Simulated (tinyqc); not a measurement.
Inside a calculation. Method: sp3 tight binding, zinc-blende lattice. One step of it, computed by the program tinyqc.

Task: Levels at k. Diagonalise the Hermitian matrix.

H(k) at k (eV), lower triangle (Hermitian):
```
                      a s                 a px                 a py                a pz
a s            -15.030000
a px             0.000000            -6.680000
a py             0.000000             0.000000            -6.680000
a pz             0.000000             0.000000             0.000000           -6.680000
c s   -4.470352+0.132655i  -0.712251+0.383053i  -0.434488+0.627933i  0.079326-3.439328i
c px   0.712251-0.383053i   1.594321-0.047311i  -0.112862+4.893325i  0.618171-0.893396i
c py   0.434488-0.627933i  -0.112862+4.893325i   1.594321-0.047311i  1.013359-0.544991i
c pz  -0.079326+3.439328i   0.618171-0.893396i   1.013359-0.544991i  1.594321-0.047311i

             c s       c px       c py       c pz
c s   -15.030000
c px    0.000000  -6.680000
c py    0.000000   0.000000  -6.680000
c pz    0.000000   0.000000   0.000000  -6.680000
```

Give: eigenvalues; weights |c|^2 of the basis functions.

Result:

eigenvalues (eV): -20.3500  -13.4808  -11.9935  -11.7780  -5.9267  -3.9908  -1.4466  -1.1737

weights |c|^2 of the basis functions:
```
      band 1  band 2  band 3  band 4  band 5  band 6  band 7  band 8
a s   0.4735  0.2790  0.0088  0.0299  0.1815  0.0238  0.0003  0.0032
a px  0.0007  0.0511  0.3092  0.1222  0.0270  0.0133  0.2101  0.2665
a py  0.0012  0.0479  0.1608  0.2837  0.0095  0.0074  0.2893  0.2001
a pz  0.0246  0.1220  0.0211  0.0642  0.2820  0.4556  0.0003  0.0302
c s   0.4735  0.2790  0.0088  0.0299  0.1815  0.0238  0.0003  0.0032
c px  0.0007  0.0511  0.3092  0.1222  0.0270  0.0133  0.2101  0.2665
c py  0.0012  0.0479  0.1608  0.2837  0.0095  0.0074  0.2893  0.2001
c pz  0.0246  0.1220  0.0211  0.0642  0.2820  0.4556  0.0003  0.0302
```
